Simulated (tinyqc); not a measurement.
Low-temperature mobility of a two-dimensional electron gas with static screening: one step, computed by the program tinyqc. Command: `OMP_NUM_THREADS=1 python tinyqc.py 3023211 3023212 out.jsonl twodeg walk`. One thread of a shared host (Intel(R) Xeon(R) Processor @ 2.30GHz), about 0.02 s of CPU time with the checks.

One subband is filled, the gas is degenerate and scatters at the Fermi circle; one permittivity serves on both sides of the interface. All formulas are in SI units, masses times m_0. Piezoelectric and polar phonons are left out, and n_s is taken as set by a gate, independent of N_i.

Problem. Remote charges. Form factors with u = q/b: screening G(q) = [1 + 9u/8 + 3u^2/8]/(1 + u)^3, remote charge P(q) = exp(-q d)/(1 + u)^3. Dielectric function eps(q) = 1 + q_TF G(q)/q, with q = 2 k_F sin(theta/2). Remote charges: <|U|^2> = N_i [e^2 P(q)/(2 eps eps_0 q)]^2. 1/tau_t = (m/(pi hbar^3)) int_0^pi (1 - cos theta) <|U|^2>/eps(q)^2 dtheta; the quantum rate 1/tau_q drops the factor (1 - cos theta); 200 Gauss-Legendre points in s with theta = pi s^2, s from 0 to 1; mu = e tau_t/m.

Inputs (values chosen for the exercise, modelled on a silicon inversion layer): in-plane mass m = 0.188 m_0; permittivity eps = 11.6; roughness height Delta = 0.37 nm; correlation length Lambda = 1.2 nm; remote charge density N_i = 7.7e+10 1/cm^2; distance d of the charges from the interface = 0.53 nm.

Wave function: Fang-Howard. Roughness spectrum: exponential.

k_F = 0.4553516 1/nm

b = 1.791698 1/nm

q_TF = 1.225064 1/nm

effective field F = 0.5506535 MV/cm

Constants: m_0 = 9.1093837015e-31 kg; hbar = 1.054571817e-34 J s; e = 1.602176634e-19 C; eps_0 = 8.8541878128e-12 F/m.

Give: tau_t, charges; tau_q, charges; remote-charge mobility; tau_t/tau_q, charges.

Solution.

tau_t, charges = 16.46 ps

tau_q, charges = 4.725 ps

remote-charge mobility = 1.540e+05 cm^2/(V s)

tau_t/tau_q, charges = 3.484
